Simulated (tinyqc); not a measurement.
# Inputs raised by 10 %, one at a time

Model: scattering of inversion-layer electrons by surface optical phonons of the gate insulator (remote phonon scattering). Computed by tinyqc, a small Python program. Command: `OMP_NUM_THREADS=1 python tinyqc.py 3113593 3113594 out.jsonl sophonon sens`. One thread of a shared host (Intel(R) Xeon(R) Processor @ 2.30GHz), about 0.03 s of CPU time with the checks.

One subband with the Fang-Howard envelope; insulator and channel are half-spaces, the gate is far away, and an interlayer only moves the polar surface away by t (its own modes and its permittivity contrast are left out).

Inputs (values chosen for the exercise, modelled on Al2O3 on silicon):
```
quantity                                   value        unit
static constant of the insulator eps_0s     12.2           -
intermediate constant eps_i                 7.41           -
optical constant eps_inf                    3.22           -
hbar omega_TO1                              47.1         meV
hbar omega_TO2                              72.5         meV
constant of the channel eps_s               11.7           -
in-plane mass m                            0.192         m_0
valleys g_v                                    2           -
sheet density n                          1.7e+12      1/cm^2
mean distance of the electrons z0 = 3/b      2.6          nm
interlayer thickness t                         0          nm
temperature T                                300           K
electron energy E                             75         meV
mobility from other processes                390  cm^2/(V s)
```

Screening by the channel electrons: none.

Constants: k_B = 8.617333262e-05 eV/K; hbar^2/(2 m_0) = 3.80998212 eV angstrom^2; e^2/(4 pi eps_0) = 14.39964548 eV angstrom; hbar = 6.582119569e-16 eV s; e = 1.602176634e-19 C; m_0 = 9.1093837015e-31 kg.

Method:
- eps(w) = eps_inf + (eps_0s - eps_i) w1^2/(w1^2 - w^2) + (eps_i - eps_inf) w2^2/(w2^2 - w^2). Surface modes solve eps(w) + eps_s = 0, a quadratic in w^2; the strength of a mode is g = 2/(w d eps/dw).
- Occupation N = 1/(exp(hbar w/(k_B T)) - 1).
- Density of states D = g_v m/(pi hbar^2); eta = E_F/(k_B T) = ln(exp(n/(D k_B T)) - 1); screening wave number q_s = e^2 D/(2 eps_0 eps_avg) x 1/(1 + exp(-eta)), eps_avg = (eps_s + eps_inf)/2; b = 3/z0.
- For a mode of strength g, without the occupation factor, Area x |M(q)|^2 = e^2 hbar w g/(2 eps_0 q) x (b/(b + q))^6 exp(-2 q t).
- Approximate momentum relaxation rate, taking tau v alike in the initial and final states: 1/tau = (m/(2 pi hbar^3)) sum over modes and over absorption (N, E' = E + hbar w) and emission (N + 1, E' = E - hbar w > 0) of [(1 - f(E'))/(1 - f(E))] int_0^(2 pi) Area |M(q)|^2 (1 - cos theta) d theta, q^2 = k^2 + k'^2 - 2 k k' cos theta, f the Fermi function; 48 midpoints in theta from 0 to pi.
- mu = (e/m) int tau E f (1 - f) dE/(k_B T int f dE), by 300 midpoints from 0 to (max(eta, 0) + 14) k_B T; Matthiessen sum with the other processes.

Runs; columns: (1) input moved; (2) from; (3) to; (4) remote-phonon mobility (cm^2/(V s)); (5) total mobility (cm^2/(V s)); (6) tau at E (fs); (7) loss of mobility (%):
```
(1)                                               (2)       (3)    (4)     (5)     (6)     (7)
base run                                            -         -  26433  384.33  1113.4  1.4540
static constant of the insulator eps_0s          12.2     13.42  25359  384.09   962.6  1.5146
intermediate constant eps_i                      7.41     8.151  28486  384.73  1388.7  1.3506
optical constant eps_inf                         3.22     3.542  26526  384.35  1086.3  1.4489
hbar omega_TO1 (meV)                             47.1     51.81  35820  385.80  1259.3  1.0770
hbar omega_TO2 (meV)                             72.5     79.75  28177  384.68  1002.0  1.3652
sheet density n (1/cm^2)                      1.7e+12  1.87e+12  26010  384.24  1130.9  1.4773
mean distance of the electrons z0 = 3/b (nm)      2.6      2.86  33013  385.45  1377.5  1.1675
```

Exponents ln(y'/y) / ln(x'/x):
```
input                                    remote-phonon mobility  total mobility  tau at E  loss of mobility
static constant of the insulator eps_0s                  -0.435          -0.006    -1.528             0.429
intermediate constant eps_i                               0.785           0.011     2.318            -0.774
optical constant eps_inf                                  0.037           0.001    -0.259            -0.036
hbar omega_TO1                                            3.188           0.040     1.292            -3.148
hbar omega_TO2                                            0.670           0.009    -1.107            -0.661
sheet density n                                          -0.169          -0.002     0.163             0.167
mean distance of the electrons z0 = 3/b                   2.332           0.030     2.233            -2.302
```

Among the inputs moved here: remote-phonon mobility answers most in size to hbar omega_TO1 (exponent +3.188), next to mean distance of the electrons z0 = 3/b (+2.332). Total mobility answers most in size to hbar omega_TO1 (exponent +0.040), next to mean distance of the electrons z0 = 3/b (+0.030). tau at E answers most in size to intermediate constant eps_i (exponent +2.318), next to mean distance of the electrons z0 = 3/b (+2.233). Loss of mobility answers most in size to hbar omega_TO1 (exponent -3.148), next to mean distance of the electrons z0 = 3/b (-2.302).

Caution (all rows): a relaxation time is only an approximation for inelastic scattering, and static or no screening brackets the true dynamic screening only roughly.
